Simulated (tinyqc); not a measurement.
Delta-doped layer in the Thomas-Fermi potential: one step. Estimate from a V-shaped well. Two cases, with inputs chosen for the exercise.

Question. Near z = 0 the well is -depth + e F0 |z|, whose levels are a (c (e F0)^2/m_z)^(1/3) with a = 1.018793 (even) and 2.338107 (odd); c = hbar^2/2m0, m_z = mz.

Constants: hbar^2/2m0 = 3.80998211 eV angstrom^2.

Give: levels 0 and 1.

Case 1.

Values chosen (out of a larger set: near those of a delta-doped layer in GaAs; not measured data): m3 = 0.069 m0 (density-of-states mass of a valley); mz = 0.069 m0 (mass along z).

e F0 = 0.002992656 eV/angstrom
depth = 0.157027 eV

Subbands:
```
label  valleys g  m_d (m0)     E (eV)  rms z (angstrom)
0              1  0.069000  -0.093020            29.938
1              1  0.069000  -0.035024            76.825
2              1  0.069000  -0.015415           134.614
3              1  0.069000  -0.005121           236.379
4              1  0.069000  -0.001446           403.305
```

Answer.

levels 0 and 1 (eV): -0.0765  0.0279

Level 0 comes out 17 meV too high, since screening flattens the true well away from the plane, and level 1 lands above the rim at 0.

Case 2.

Values chosen (out of a larger set: near those of a delta-doped layer in Ge; not measured data): m3 = 0.226 m0 (density-of-states mass of a valley); mz = 0.119 m0 (mass along z).

e F0 = 0.01276650 eV/angstrom
depth = 0.154634 eV

Subbands:
```
label  valleys g  m_d (m0)     E (eV)  rms z (angstrom)
0              4  0.311451  -0.047642            22.576
```

Answer.

levels 0 and 1 (eV): 0.0221  0.2509

Level 0 comes out 70 meV too high, since screening flattens the true well away from the plane, and both levels land above the rim at 0.

Computed by tinyqc, one run a case: `OMP_NUM_THREADS=1 python tinyqc.py N N+1 out.jsonl` with N = 1281475, 1282152; one thread of a shared Intel(R) Xeon(R) Processor @ 2.30GHz, about 0.1 s a run at most.
